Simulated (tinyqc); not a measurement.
## Slope factor and drain-induced lowering from three currents

Problem. With source and body at 0 V, I = A exp((Vg + dd Vd)/(nf Vt)) (1 - exp(-Vd/Vt)). Find nf, the swing nf Vt ln 10 and dd.

Parameters, values chosen for the exercise:
```
symbol,value,unit,meaning
T,378,K,temperature
```

Constants: q = 1.602176634e-19 C, kB = 1.380649e-23 J/K, Vt = kB T/q. Results are converted to the units shown.

currents at (Vg, Vd) = (0, 0.05), (0, 1.2) and (0.1, 1.2) V (nA/um): [1.0895356, 5.8674315, 47.362824]

Solution. The pair at equal Vd gives nf; the pair at equal Vg, after dividing out the factors 1 - exp(-Vd/Vt), gives dd.

nf = 1.47
swing = 110 mV/decade
dd = 0.0600

Computed by the program tinyqc: `OMP_NUM_THREADS=1 python tinyqc.py 2242040 2242041 out.jsonl`, one thread of a shared Intel Xeon 2.30GHz, about 0.04 s for the whole run.
